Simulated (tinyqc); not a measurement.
# Square on-chip spiral inductor, lumped pi model: two studies

Outer diameter do = di + 2 n wd + 2 (n - 1) sp, mean da = (do + di)/2, fill p = (do - di)/(do + di), length l = 4 n da. L = 2.34 mu0 n^2 da/(1 + 2.75 p), mu0 = 4 pi 1e-7 H/m. Rs = rho l/(wd delta (1 - exp(-th/delta))), delta = sqrt(rho/(pi f mu0)). Cs = n wd^2 eps0 eo/hu across the coil. At each end Cox = l wd eps0 eo/(2 ho) leads to the substrate branch Rsi = 2 rs he/(l wd) in parallel with Csi = l wd eps0 11.7/(2 he). With one end grounded Y = 1/(Rs + i w L) + i w Cs + 1/[1/(i w Cox) + 1/(1/Rsi + i w Csi)], w = 2 pi f; Q = -Im Y/Re Y. Eddy currents in neighbouring turns and in the substrate are left out.

Parameters, values chosen for the exercise; values of the order met in silicon radio-frequency processes:

| symbol | value | unit | meaning |
|---|---|---|---|
| n | 4.5 |  | number of turns |
| wd | 8 | um | line width |
| sp | 3 | um | space between turns |
| di | 60 | um | inner diameter |
| th | 4 | um | metal thickness |
| rho | 3 | uohm cm | metal resistivity |
| ho | 5.3 | um | oxide below the coil |
| hu | 0.8 | um | oxide between coil and underpass |
| eo | 3 |  | relative permittivity of the oxide |
| rs | 1000 | ohm cm | substrate resistivity |
| he | 80 | um | effective spreading depth in the substrate |
| f | 3.2 | GHz | frequency |

Constants: eps0 = 8.8541878128e-12 F/m. Results are converted to the units shown.

Each table varies one quantity; the others keep the values above.

## Quality factor against frequency

Apparent inductance Im(1/Y)/w; share of the loss Re(substrate branch)/Re Y.

Results:
```
f (GHz),Rs (ohm),w L/Rs,Q,apparent inductance (nH),loss in the substrate (%)
0.37,2.706,2.476,2.475,2.882,0.01159
0.61,3.004,3.677,3.673,2.884,0.02632
1.6,3.925,7.381,7.333,2.896,0.1316
2.7,4.720,10.36,10.17,2.923,0.3083
4.4,5.744,13.87,13.24,2.996,0.6678
7.1,7.097,18.11,16.07,3.201,1.394
12,9.093,23.89,16.53,4.031,3.052
19,11.39,30.21,8.027,10.06,5.924
```

Estimate the missing row, f = 1 GHz.

Computed row:
```
f (GHz),Rs (ohm),w L/Rs,Q,apparent inductance (nH),loss in the substrate (%)
1,3.406,5.316,5.302,2.887,0.06023
```

With this row back in the table: Q goes from 2.48 through a maximum of 16.5 (at f = 12 GHz among the rows listed) to 8.03; the exact peak is 17.0 at 9.94 GHz and Q reaches zero at the self-resonance, 22.4 GHz. The share of the substrate rises from 0.0116 to 5.92 %, and the apparent inductance ends at 3.49 times L. At the peak the substrate takes 2.31 % of the loss. For f = 19 the coil is longer than 0.15 of a wavelength in the oxide, where one lumped section is rough.

## Effect of the number of turns

Same model as above.

Peak Q and its frequency from a search over f; self-resonance where Im Y = 0; Q at the given f (negative beyond resonance).

Result of one run:
```
n,L (nH),do (um),peak Q,f of the peak (GHz),self-resonance (GHz),Q at f
5.5,4.456,175.0,16.10,7.082,15.95,12.52
```

What becomes of these results when the number of turns n is changed from 5.5 to 6.5, all else the same?

Result of the changed run:
```
n,L (nH),do (um),peak Q,f of the peak (GHz),self-resonance (GHz),Q at f
6.5,6.474,197.0,15.24,5.298,11.91,13.47
```

The whole series:
```
n,L (nH),do (um),peak Q,f of the peak (GHz),self-resonance (GHz),Q at f
1.5,0.3231,87.00,20.17,55.70,125.1,5.598
2.5,0.8640,109.0,19.01,25.59,57.73,7.791
3.5,1.701,131.0,17.96,15.01,33.91,9.627
4.5,2.882,153.0,17.00,9.939,22.43,11.21
5.5,4.456,175.0,16.10,7.082,15.95,12.52
6.5,6.474,197.0,15.24,5.298,11.91,13.47
8.5,12.05,241.0,13.60,3.260,7.326,13.60
```

As n goes from 1.5 to 8.5, L rises from 0.323 to 12.0 nH, the peak Q falls from 20.2 to 13.6, its frequency falls from 55.7 to 3.26 GHz and the self-resonance falls from 125 to 7.33 GHz.

Numbers from tinyqc (`OMP_NUM_THREADS=1 python tinyqc.py 2302171 2302172 out.jsonl`; about 0.01 s on one thread of a shared Intel Xeon 2.30GHz).
